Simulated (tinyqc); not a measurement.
Pariser-Parr-Pople SCF with singles CI, for the molecule C=C1C=CC=C1O (SMILES; centres numbered as the heavy atoms are written), step by step. One step of it, computed by the program tinyqc.

Question. PPP integrals. Mataga-Nishimoto: gamma = 14.399645/(R + a), a = 2 x 14.399645/(gamma_rr + gamma_ss); H_rr = -W_r - sum_(s != r) z_s gamma_rs; H_rs = beta for bonds.

Centres (angstrom, eV; a flat drawing with bonds scaled to 1.40 angstrom):
```
centre          x          y  core charge z          W   gamma_rr
1C      -1.497000  -1.523000              1  11.160000  11.130000
2C      -0.365000  -0.700000              1  11.160000  11.130000
3C       0.967000  -1.133000              1  11.160000  11.130000
4C       1.790000   0.000000              1  11.160000  11.130000
5C       0.967000   1.133000              1  11.160000  11.130000
6C      -0.365000   0.700000              1  11.160000  11.130000
7O      -1.497000   1.523000              2  33.000000  21.500000
```

Resonance integrals (eV):
```
i  j       beta
1  2  -2.450000
2  3  -2.450000
3  4  -2.450000
4  5  -2.450000
5  6  -2.450000
6  7  -2.300000
6  2  -2.450000
```

Give: repulsion gamma_rs; core matrix H.

Answer.

repulsion gamma_rs (eV):
```
         1C       2C       3C       4C       5C       6C       7O
1C  11.1300   5.3464   3.8009   2.9289   2.9287   3.8010   3.6653
2C   5.3464  11.1300   5.3443   4.0453   4.0453   5.3455   4.2637
3C   3.8009   5.3443  11.1300   5.3448   4.0451   4.0453   3.1960
4C   2.9289   4.0453   5.3448  11.1300   5.3448   4.0453   3.1962
5C   2.9287   4.0453   4.0451   5.3448  11.1300   5.3443   4.2637
6C   3.8010   5.3455   4.0453   4.0453   5.3443  11.1300   6.3097
7O   3.6653   4.2637   3.1960   3.1962   4.2637   6.3097  21.5000
```

core matrix H (eV):
```
          1C        2C        3C        4C        5C        6C        7O
1C  -37.2966   -2.4500    0.0000    0.0000    0.0000    0.0000    0.0000
2C   -2.4500  -43.8143   -2.4500    0.0000    0.0000   -2.4500    0.0000
3C    0.0000   -2.4500  -40.1324   -2.4500    0.0000    0.0000    0.0000
4C    0.0000    0.0000   -2.4500  -39.2614   -2.4500    0.0000    0.0000
5C    0.0000    0.0000    0.0000   -2.4500  -41.3956   -2.4500    0.0000
6C    0.0000   -2.4500    0.0000    0.0000   -2.4500  -46.3607   -2.3000
7O    0.0000    0.0000    0.0000    0.0000    0.0000   -2.3000  -57.8946
```
